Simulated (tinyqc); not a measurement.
Lattice vibrations of a chain, step by step. Computed by tinyqc, a small Python program that keeps every step. Command: `OMP_NUM_THREADS=1 python tinyqc.py 20421 20422 out.jsonl` (the two numbers bound the seeds that draw the settings). One thread of a shared host (Intel(R) Xeon(R) Processor @ 2.60GHz), about 0.01 s of CPU time with the checks.

## Dynamical matrix at q = 0.44

A chain moving along its axis:
```
atom  mass (u)  spring to the next atom (eV/angstrom^2)
1      21.8000                                   4.3000
2      24.2000                                  17.4000
```

q is in units of 2 pi/a. A spring k from atom i to atom j, n cells on, adds k to Phi_ii and Phi_jj, -k exp(2 pi i q n) to Phi_ij and the conjugate to Phi_ji (for one atom a cell: 2k (1 - cos 2 pi q n)); D_ij = Phi_ij / sqrt(m_i m_j).

D(q) (eV/(angstrom^2 u)):
```
[[0.9954, 0.5171+0.2789i],
 [0.5171-0.2789i, 0.8967]]
```

## Frequencies

omega^2 are the eigenvalues; wavenumber = 521.4708 sqrt(eigenvalue) 1/cm.

eigenvalues: [0.3564, 1.5357]

wavenumbers (1/cm): [311.3, 646.2]

weights |e|^2 of the mass-weighted modes, order atom 1, atom 2:
```
[[0.4581, 0.5419],
 [0.5419, 0.4581]]
```

## Dispersion and heat capacity

C/k_B per atom = mean over q = (j + 1/2)/80, j = 0..39 and all branches of y^2 e^y/(e^y - 1)^2, y = hc wavenumber / k_B T.

Wavenumbers (1/cm):
```
q       branch 1  branch 2
0.0000    0.0000  717.3034
0.0625   55.8750  715.1238
0.1250  110.5920  708.7267
0.1875  162.8906  698.5634
0.2500  211.2767  685.4825
0.3125  253.8399  670.8870
0.3750  288.0452  656.9278
0.4375  310.7120  646.5154
0.5000  318.7290  642.6009
```

Heat capacity:
```
T (K)  C/k_B per atom
20             0.0512
50             0.1329
100            0.2767
200            0.5047
300            0.6773
600            0.8906
1200           0.9701
```

zero-point energy per atom = 27.1973 meV
